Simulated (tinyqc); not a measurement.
Carrier lifetime of an n-type layer with SRH, radiative, Auger and surface recombination: one step of the calculation.

Uniform excess density dn = dp (no trapping), n = n0 + dn, p = p0 + dn, Boltzmann statistics, full ionisation. Surfaces enter as a rate 2 S dn/d, which holds while diffusion to them is fast.

Question. Equilibrium densities and SRH constants. ni = sqrt(Nc Nv) exp(-Eg/(2 Vt)), Eg in volts; majority density N/2 + sqrt(N^2/4 + ni^2), n0 p0 = ni^2; n1 = Nc exp(-Et/Vt), p1 = Nv exp((Et - Eg)/Vt); tn0 = 1/(sn vth Nt), tp0 = 1/(sp vth Nt).

Values chosen for this exercise; band and dielectric values close to those of silicon:
- T = 400 K (temperature)
- Eg = 1.1 eV (band gap)
- Nc = 4.26e19 cm^-3 (conduction-band density of states at T)
- Nv = 4.06e19 cm^-3 (valence-band density of states at T)
- N = 6.6e14 cm^-3 (donor density)
- Nt = 9e12 cm^-3 (trap density)
- sn = 2e-17 cm^2 (capture cross-section for electrons)
- sp = 1e-17 cm^2 (capture cross-section for holes)
- vth = 1.8e7 cm/s (thermal velocity (both carriers))
- Et = 0.57 eV (trap level below the conduction band)

Constants: q = 1.602176634e-19 C, kB = 1.380649e-23 J/K, Vt = kB T/q. Results are converted to the units shown.

Give: ni; n0; p0; n1; p1; tn0; tp0.

Answer.

ni = 4.890e12 cm^-3
n0 = 6.600e14 cm^-3
p0 = 3.622e10 cm^-3
n1 = 2.804e12 cm^-3
p1 = 8.527e12 cm^-3
tn0 = 3.086e-4 s
tp0 = 6.173e-4 s

Numbers from tinyqc (`OMP_NUM_THREADS=1 python tinyqc.py 2300008 2300009 out.jsonl`; about 0.01 s on one thread of a shared Intel Xeon 2.30GHz).
